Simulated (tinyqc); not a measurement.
Space-charge-limited current with shallow traps: two steps of the calculation.

One carrier type, drift only, an injecting contact at x = 0 (zero field) and thickness L. The share th = y/(1 + y), y = (Nc/Nt) exp(-Et/kB T), of the injected charge is free: J = q mu n F, eps0 eps_r dF/dx = q (n - n0)/th.

Inputs (values chosen for the exercise):

| symbol | value | unit | meaning |
|---|---|---|---|
| T | 350 | K | temperature |
| eps_r | 8.1 |  | relative permittivity |
| mu | 22 | cm^2/(V s) | mobility |
| L | 1800 | nm | thickness |
| Nc | 5.3e19 | cm^-3 | band density of states |
| Nt | 1.3e16 | cm^-3 | trap density |
| Et | 0.3 | eV | trap depth |
| n0 | 3e13 | cm^-3 | free carrier density in equilibrium |
| V | 7.6 | V | voltage |

Constants: q = 1.602176634e-19 C, kB = 1.380649e-23 J/K, Vt = kB T/q, eps0 = 8.8541878128e-14 F/cm where lengths are in cm. Results are converted to the units shown.

Task 1. Limits and characteristic voltages. Ohmic J = q n0 mu V/L; Mott-Gurney J = (9/8) th eps0 eps_r mu V^2/L^3; they cross at Vx = 8 q n0 L^2/(9 th eps0 eps_r); traps fill at V_TFL = q Nt L^2/(2 eps0 eps_r).

Give: th; ohmic J; Mott-Gurney J; Vx; V_TFL.

Result 1.

th = 0.16333
ohmic J = 4.4647 A/cm^2
Mott-Gurney J = 28.714 A/cm^2
Vx = 1.1817 V
V_TFL = 47.047 V

Task 2. The exact current. Exact: with u = n0/n(L), w = -u - ln(1 - u) and v = -u - u^2/2 - ln(1 - u), V = (q n0 L^2/(th eps0 eps_r)) v/w^2 and J = q^2 n0^2 mu L/(th eps0 eps_r w). v/w^2 falls steadily with u, so u follows by bisection.

Find: v/w^2; u; w; J; exit field over V/L.

Result 2.

v/w^2 = 5.717
u = 0.2047
w = 0.02432
J = 32.11 A/cm^2
exit field over V/L = 1.472

J is 3.2 % below the plain sum of the two limits; the exit field lies between the ohmic 1 and the Mott-Gurney 1.5.

Range of the model: Diffusion and a field-dependent mobility are left out. With injecting contacts the diffusion current, about 4 pi^2 Vt th eps0 eps_r mu V/L^3, equals the Mott-Gurney current at V = 35 kB T/q (0.9 V at 300 K), so the drift-only result needs V well above that.

Program tinyqc, `OMP_NUM_THREADS=1 python tinyqc.py 2370130 2370131 out.jsonl`; Intel Xeon 2.30GHz, shared host, one thread, about 0.01 s.
